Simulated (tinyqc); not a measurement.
# MOSFET in the linear regime without short-channel effects, parameter extraction from computed curves: extraction methods against the first mobility attenuation factor

Inversion charge Q = Cox n Vt W0(exp((Vg - VT)/(n Vt))), W0 the Lambert function and n = nf; u = Q/Cox; mobility mu = mu0/(1 + th1 u + th2 u^2); channel resistance Rch = (L - dL)/(W mu Q); Id = Vd/(Rch + Rsd/W). Cox = eps0 eox/tox. Small Vd, no channel-length or drain effects.

From the continuous curve Id(Vg): tangent at peak gm (V_ext = Vg - Id/gm); constant current Id = 0.1 uA W/L; peak of d2Id/dVg2; Y = Id/sqrt(gm) drawn through Vg = VT + 0.6 and VT + 0.8 V, with intercept VT_Y and slope s. Mobilities gm,max L/(W Cox Vd) and s^2 L/(W Cox Vd) with the drawn L. Last column: share of Rsd/W in the total resistance at VT + 0.8 V.

Parameters, values chosen for the exercise; channel values of the order met in silicon transistors:
- T = 300 K (temperature)
- eox = 8.92 (relative permittivity of the gate insulator (close to aluminium oxide))
- tox = 9.8 nm (insulator thickness)
- mu0 = 260 cm^2/(V s) (low-field mobility)
- th2 = 0 1/V^2 (second mobility attenuation factor)
- VT = 0.48 V (threshold voltage)
- nf = 1.4 (body factor)
- W = 1 um (gate width)
- L = 0.084 um (drawn gate length)
- dL = 0.013 um (drawn less effective length)
- Rsd = 300 ohm um (source plus drain resistance)
- Vd = 0.02 V (drain voltage)

Constants: q = 1.602176634e-19 C, kB = 1.380649e-23 J/K, Vt = kB T/q, eps0 = 8.8541878128e-14 F/cm where lengths are in cm. Results are converted to the units shown.

Result of one run:
```
V_ext (V),constant current (V),second derivative (V),VT_Y (V),mobility from gm (cm^2/(V s)),mobility from Y (cm^2/(V s)),series share (%)
0.467,0.480,0.465,0.526,185,274,35.0
```

Which first mobility attenuation factor th1 gave this result: 0.2, 0.6, 0.8 or 1 1/V?

th1 = 0.2 1/V.

The whole series:
```
th1 (1/V),V_ext (V),constant current (V),second derivative (V),VT_Y (V),mobility from gm (cm^2/(V s)),mobility from Y (cm^2/(V s)),series share (%)
0,0.471,0.480,0.467,0.526,194,274,38.0
0.2,0.467,0.480,0.465,0.526,185,274,35.0
0.4,0.463,0.480,0.464,0.526,178,274,32.5
0.6,0.460,0.481,0.463,0.526,171,274,30.2
0.8,0.458,0.481,0.462,0.526,166,274,28.3
1,0.455,0.481,0.461,0.526,160,274,26.6
1.2,0.453,0.481,0.460,0.526,156,274,25.1
```

The model has VT = 0.48 V and mu0 = 260 cm^2/(V s). Over the table the extracted thresholds move by 18 mV (tangent), 1.4 mV (constant current), 7.0 mV (second derivative), under 0.5 mV (Y function). The mobility from gm falls from 194 to 156 and that from Y stays near 274 cm^2/(V s).

Computed by the program tinyqc: `OMP_NUM_THREADS=1 python tinyqc.py 2210043 2210044 out.jsonl`, one thread of a shared Intel Xeon 2.30GHz, about 0.01 s for the whole run.
